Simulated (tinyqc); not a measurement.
# Capacitance measurement on a leaky thin oxide: effects of series resistance and leakage, step by step

Numbers from tinyqc (`OMP_NUM_THREADS=1 python tinyqc.py 2022161 2022162 out.jsonl`; about 0.01 s on one thread of a shared Intel Xeon 2.30GHz). Printed values are rounded.

The device is a capacitance C in parallel with a leakage conductance G, in series with Rs and Ls. An impedance meter reports either a parallel pair (Cp, Gp) from Y = 1/Z = Gp + i w Cp or a series pair (Cs, Rm) from Z = Rm + 1/(i w Cs); w = 2 pi f, dissipation D = Gp/(w |Cp|).

Values chosen for this exercise; values of the order met in thin-oxide MOS capacitors:
- eox = 9.1 (relative permittivity of the gate insulator (close to aluminium oxide))
- tox = 4.2 nm (insulator thickness)
- A = 400 um^2 (gate area)
- zc = 0.36 nm (oxide-equivalent thickness added by the accumulation layer)
- zp = 0.25 nm (oxide-equivalent thickness added by gate depletion)
- Jg = 0.0015 A/cm^2 (gate leakage current density, not matched to the thickness)
- Vs = 0.24 V (voltage for an e-fold rise of the leakage)
- Rs = 540 ohm (series resistance)
- Ls = 12 nH (series inductance)
- f = 1e6 Hz (measuring frequency)

Constants: eps0 = 8.8541878128e-14 F/cm where lengths are in cm. Results are converted to the units shown.

## True capacitance and conductance

EOT = 3.9 tox/eox; CET = EOT + zc + zp; C = 3.9 eps0 A/CET; G = Jg A/Vs.

EOT = 1.8 nm
CET = 2.41 nm
C = 5.73134 pF
G = 0.025 uS

## What the meter reports

Z = Rs + i w Ls + 1/(G + i w C).

Z = (0.05593-2.77691i) x 1e4 ohm
Cp = 5.72904 pF
Gp = 0.724981 uS
Cs = 5.73136 pF
D = 0.0201403

Cp is 0.040 % below C and Cs is within 0.01 % of it; G Rs = 1.35e-5, w C Rs = 0.0194 and G/(w C) = 6.94e-4.
